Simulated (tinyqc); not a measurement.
Ballistic Schottky-barrier transistor with a two-dimensional channel, WKB contacts: ambipolar transfer curve.

Source Fermi level 0, drain Fermi level -Vd. Far from the contacts Ec = pn - psi, and the gate moves psi one to one; the band edges relax as exp(-x/lam) from pn at the source and pn - Vd at the drain; Ev = Ec - Eg. A carrier of energy w inside the channel band meets at a contact a barrier of height D (the contact edge beyond the channel edge): T = 1 for w >= D, else exp(-S), S = 4 lam sqrt(m/C) [sqrt(D - w) - sqrt(w) arctan sqrt((D - w)/w)], C = hbar^2/(2 m0). The two contacts combine as Ts Td/(Ts + Td - Ts Td).

I/W = g (2 q^2/h) int T(w) [N(Es + w) - N(Ed + w)] dw with w the energy of motion along the channel, N(y) = (1/2 pi) sqrt(pi m kB T/C) Fm(-y/kB T), Fm(x) = (1/sqrt(pi)) int_0^infinity u^(-1/2)/(1 + exp(u - x)) du. Electrons: Ds = psi, Dd = psi - Vd, Es = Ec, Ed = Ec + Vd. Holes: Ds = -psi, Dd = Vd - psi, Es = -Ev, Ed = -Ev - Vd. The size of each current is taken; both flow from drain to source and add. The integrals are converged. Swing = d(psi)/d(log10 I).

Inputs (values chosen for the exercise); channel values close to those of a black phosphorus layer:
```
symbol,value,unit,meaning
T,300,K,temperature
Eg,0.458,eV,band gap
pn,0.18,eV,barrier for electrons at both contacts
mn,0.16,m0,electron mass
mp,0.15,m0,hole mass
g,1,,valleys or subbands
lam,3,nm,screening length at the contacts
Vd,0.7,V,drain bias
```

Constants: q = 1.602176634e-19 C, kB = 1.380649e-23 J/K, hbar = 1.054571817e-34 J s, h = 6.62607015e-34 J s, m0 = 9.1093837015e-31 kg, Vt = kB T/q, hbar^2/(2 m0) = 0.0380998212 eV nm^2. Results are converted to the units shown.

Ambipolar transfer curve:

| ps (V) | electrons (uA/um) | holes (uA/um) | I (uA/um) | swing (mV/decade) |
|---|---|---|---|---|
| -0.22 | 3.550e-5 | 303.4 | 303.4 | -669.7 |
| -0.16 | 3.616e-4 | 243.8 | 243.8 | -596.8 |
| -0.09 | 0.005422 | 182.3 | 182.3 | -515.2 |
| -0.03 | 0.05521 | 136.8 | 136.8 | -449.8 |
| 0.04 | 0.4068 | 92.30 | 92.70 | -381.0 |
| 0.1 | 1.173 | 61.74 | 62.92 | -336.7 |
| 0.16 | 3.427 | 38.13 | 41.56 | -347.4 |
| 0.23 | 11.46 | 18.93 | 30.39 | -2268 |
| 0.29 | 27.25 | 8.843 | 36.09 | 369.6 |
| 0.36 | 59.63 | 2.860 | 62.49 | 273.7 |
| 0.42 | 100.2 | 0.8971 | 101.1 | 308.1 |
| 0.49 | 162.0 | 0.2167 | 162.2 | 379.1 |

I goes from 303 through a minimum of 30.4 (at ps = 0.23 V among the rows listed) to 162 uA/um; the exact minimum lies at psi = 0.238 V. Holes carry the left branch and electrons the right. The ratio of the last row to the smallest is 5.34 and of the first row 9.98, with barriers of 0.18 eV for electrons and 0.278 eV for holes. The steepest swing among the rows is 274 mV/decade, against the thermionic limit 59.5.

Range of the model: No scattering, image-force lowering, channel charge or band-to-band tunnelling; parabolic kappa overstates S deep in the gap.

Numbers from tinyqc (`OMP_NUM_THREADS=1 python tinyqc.py 2390049 2390050 out.jsonl`; about 0.3 s on one thread of a shared Intel Xeon 2.30GHz).
